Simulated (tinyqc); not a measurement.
Worked calculation: Jacobi rotations on a symmetric matrix. Computed by tinyqc, a small Python program that keeps every step. Settings: method = jacobi. Command: `OMP_NUM_THREADS=1 python tinyqc.py 25065 25066 out.jsonl` (the two numbers bound the seeds that draw the settings). One thread of a shared host (Intel(R) Xeon(R) Processor @ 2.60GHz), about 0.01 s of CPU time with the checks.

## Jacobi rotation 1

A, lower triangle:
```
         1         2        3
1  0.51500
2  0.17800   0.82200
3  0.35200  -0.13700  3.28400
```

Take the largest off-diagonal element A_pq; tan 2 theta = 2 A_pq / (A_qq - A_pp) with |theta| <= pi/4; A' = J^T A J with J_pp = J_qq = cos, J_pq = sin, J_qp = -sin.

p, q, theta (rad): 1.00000  3.00000  0.12448

A', lower triangle:
```
         1         2        3
1  0.47095
2  0.19363   0.82200
3  0.00000  -0.11384  3.32805
```

## Jacobi rotation 2

As before.

p, q, theta (rad): 1.00000  2.00000  0.41721

A', lower triangle:
```
         1         2        3
1  0.38513
2  0.00000   0.90782
3  0.04613  -0.10407  3.32805
```

## Jacobi rotation 3

As before.

p, q, theta (rad): 2.00000  3.00000  -0.04290

A', lower triangle:
```
         1        2        3
1  0.38513
2  0.00198  0.90336
3  0.04609  0.00000  3.33251
```

## All rotations

The off-diagonal norm falls at every rotation.

Rotations:
```
step  p  q      theta  off-diagonal norm
1     1  3    0.12448           3.18e-01
2     1  2    0.41721           1.61e-01
3     2  3   -0.04290           6.52e-02
4     1  3    0.01563           2.80e-03
5     1  2    0.00381           4.37e-05
6     2  3   1.27e-05           1.67e-07
7     1  3  -4.00e-08           2.12e-12
```

eigenvalues: 0.38440  0.90336  3.33323
